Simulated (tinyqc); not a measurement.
Heavy doping: gap narrowing, degeneracy and the minority density: sweeps and comparisons. A value that a table varies takes the place of the one given here.

F_j(eta) = (1/Gamma(j + 1)) integral_0^infinity x^j dx/(1 + exp(x - eta)), which tends to exp(eta) for eta << 0.

Empirical narrowing (Slotboom form, constants chosen for the exercise; published fits of this form give the apparent narrowing, here it is taken as the true one): dEg = E0 [ln(N/N0) + sqrt(ln(N/N0)^2 + C)].

Majority: N = Nv F_1/2(eta), eta the distance of EF beyond the majority band edge in kT. Degeneracy factor gam = F_1/2(eta)/exp(eta). ni0^2 = Nc Nv exp(-Eg/kT); product n p = ni0^2 gam exp(dEg/kT), dEg the true narrowing; apparent narrowing dEa = dEg + kT ln gam; minority density = n p/N.

Bipolar transistor with N as emitter doping: beta = K (N/NB) exp((dEa_B + dG - dEa_E)/kT), dEa_E = dEg(N) + kT ln gam, dEa_B = dEg(NB). For the sweep in T, Nv is scaled as (T/T0)^(3/2) from its value at T0 = T.

Constants: kB = 8.617333262e-05 eV/K.

Parameters, chosen for this exercise (gap and densities of states near those of Si at this temperature; narrowing constants near the fits for Si; shifted at random, so the results belong to these values and not to a real crystal):

| symbol | value | unit | meaning |
|---|---|---|---|
| Eg | 1.142 | eV | gap |
| Nc | 2.7e+19 | 1/cm^3 | conduction-band density of states |
| Nv | 1.21e+19 | 1/cm^3 | valence-band density of states |
| T | 300 | K |  |
| E0 | 7.09 | meV | narrowing scale |
| N0 | 1.4e+17 | 1/cm^3 | onset density |
| C | 0.5 |  | smoothing constant |
| N | 1.8e+19 | 1/cm^3 | ionised acceptors, equal to the majority density |
| NB | 6e+16 | 1/cm^3 | base doping |
| K | 5.6 |  | ratio (D_B W_E)/(D_E W_B) |
| dG | 80 | meV | extra narrowing of the base by alloying |

## Narrowing against degeneracy

N takes the values listed; the last column is N over the factor gam exp(dEg/kT), the doping that a simple model would need to give the same minority density.

Results:

| N (1/cm^3) | eta | gam | dEg (meV) | dEa (meV) | minority (1/cm^3) | effective doping (1/cm^3) |
|---|---|---|---|---|---|---|
| 4.0e+16 | -5.71 | 0.999 | 1.3 | 1.3 | 561 | 3.81e+16 |
| 1.0e+17 | -4.79 | 0.997 | 3.2 | 3.1 | 241 | 8.87e+16 |
| 4.0e+17 | -3.40 | 0.988 | 16.4 | 16.1 | 99.6 | 2.14e+17 |
| 1.0e+18 | -2.46 | 0.971 | 28.8 | 28.0 | 63.1 | 3.39e+17 |
| 4.0e+18 | -0.99 | 0.890 | 48.1 | 45.1 | 30.5 | 7.00e+17 |
| 1.0e+19 | 0.10 | 0.749 | 60.9 | 53.5 | 16.9 | 1.26e+18 |
| 4.0e+19 | 2.32 | 0.326 | 80.5 | 51.6 | 3.92 | 5.44e+18 |
| 1.0e+20 | 4.76 | 0.0706 | 93.4 | 24.9 | 0.560 | 3.81e+19 |
| 2.0e+20 | 7.74 | 0.00721 | 103.3 | -24.2 | 0.0418 | 5.11e+20 |

dEg grows steadily to 103.3 meV, while the apparent value peaks at 53.5 meV for N = 1e+19 and falls to -24.2 meV as the Fermi level enters the band (a negative value is not met in measurements: parabolic bands with a fixed mass overstate the filling). N grows by a factor 25 from the third to the sixth row and the effective doping by 5.9: net of degeneracy, narrowing takes away 76 % of the factor gained by heavier doping.

## Current gain against temperature

Gain:

| T (K) | beta | beta with dG = 0 | without narrowing |
|---|---|---|---|
| 150 | 1.82e+04 | 37.4 | 1.68e+03 |
| 200 | 8.86e+03 | 85.4 | 1.68e+03 |
| 250 | 5.91e+03 | 144 | 1.68e+03 |
| 300 | 4.58e+03 | 207 | 1.68e+03 |
| 350 | 3.85e+03 | 271 | 1.68e+03 |
| 400 | 3.39e+03 | 333 | 1.68e+03 |
| 450 | 3.09e+03 | 392 | 1.68e+03 |

dEa_B + dG - dEa_E at T0 = 25.9 meV

beta is 1.82e+04 at 150 K and 3.09e+03 at 450 K, since the net exponent is positive: the gap is narrower in the base. At 300 K narrowing and degeneracy change the gain by a factor 0.123 and alloying the base by 22.1.

## What moves the minority density and the gain

All results formed anew. Each row changes one parameter from the base and keeps the others.

Results:

| case | dEg (meV) | dEa (meV) | minority (1/cm^3) | beta |
|---|---|---|---|---|
| base | 69.23 | 55.90 | 10.3 | 4.58e+03 |
| N = 3.6e+19 1/cm^3 | 79.01 | 52.86 | 4.58 | 1.03e+04 |
| E0 = 8.508 meV | 83.07 | 69.75 | 17.6 | 2.72e+03 |
| N0 = 2.8e+17 1/cm^3 | 59.46 | 46.13 | 7.07 | 6.50e+03 |
| Eg = 1.162 eV | 69.23 | 55.90 | 4.76 | 4.58e+03 |
| Nv = 1.57e+19 1/cm^3 | 69.23 | 58.91 | 15.0 | 4.07e+03 |
| NB = 1.2e+17 1/cm^3 | 69.23 | 55.90 | 10.3 | 2.49e+03 |

The largest shifts from the base row, up to three for each result and ties (the steps differ in size, so this ranks the rows, not the parameters). dEg (meV): E0 +13.85, N +9.78, N0 -9.77; unchanged at the printed digits by Eg, Nv and NB. dEa (meV): E0 +13.85, N0 -9.77, N -3.04; unchanged at the printed digits by Eg and NB. minority (1/cm^3): E0 +7.30, N -5.73, Eg -5.55; unchanged at the printed digits by NB. beta: N +5.72e+03, NB -2.08e+03, N0 +1.92e+03; unchanged at the printed digits by Eg.

(tinyqc, `OMP_NUM_THREADS=1 python tinyqc.py 1651818 1651819 out.jsonl`, Intel(R) Xeon(R) Processor @ 2.30GHz, 1 thread, shared host, about 0.01 s.)
